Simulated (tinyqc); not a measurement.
Current of a Schottky diode by thermionic-emission-diffusion theory, and its read-back from I-V-T and C-V data: one step, computed by the program tinyqc. Command: `OMP_NUM_THREADS=1 python tinyqc.py 3015604 3015605 out.jsonl schottky walk`. One thread of a shared host (Intel(R) Xeon(R) Processor @ 2.30GHz), about 0.01 s of CPU time with the checks.

Full ionisation, no tunnelling, no recombination current. V is the voltage across the junction itself, forward positive.

Problem. Read-back from the I-V curve. N_c(T) = N_c (T/300 K)^(3/2); V_bi = phi_0 - (k_B T/e) ln(N_c(T)/N); surface field F = sqrt(2 e N (V_bi - V - k_B T/e)/(eps eps_0)); image lowering d_phi = sqrt(e F/(4 pi eps eps_0)); effective barrier phi = phi_0 - d_phi. Collection velocity v_R = A* T^2/(e N_c(T)); diffusion velocity v_D = mu F; J = e N_c(T) v_R/(1 + v_R/v_D) exp(-phi/k_B T) [exp(e V/k_B T) - 1]. Ideality n = (e/k_B T)/(d ln J/dV) by a central difference of +/- 1 mV; J_0 = J exp(-e V/(n k_B T)); apparent barrier phi_IV = k_B T ln(A* T^2/J_0); a C-V plot gives phi_CV = phi_0, the mean without lowering.

Inputs (values chosen for the exercise, modelled on n-type GaN):
```
quantity                                     value          unit
Richardson constant A*                        25.5  A/(cm^2 K^2)
effective density of states at 300 K, N_c  2.3e+18        1/cm^3
permittivity eps                               9.7             -
mobility mu                                   1100    cm^2/(V s)
barrier without image force phi_0             1.05            eV
doping N                                   5.2e+16        1/cm^3
junction voltage V                            0.53             V
temperature T                                  300             K
```

Barrier: uniform.

Constants: k_B = 8.617333262e-05 eV/K; e = 1.602176634e-19 C; eps_0 = 8.8541878128e-12 F/m.

Give: ideality factor n; extrapolated J_0; apparent barrier phi_IV; phi_CV - phi_IV.

Solution.

ideality factor n = 1.025

extrapolated J_0 = 3.317e-11 A/cm^2

apparent barrier phi_IV = 1.002 eV

phi_CV - phi_IV = 47.57 meV
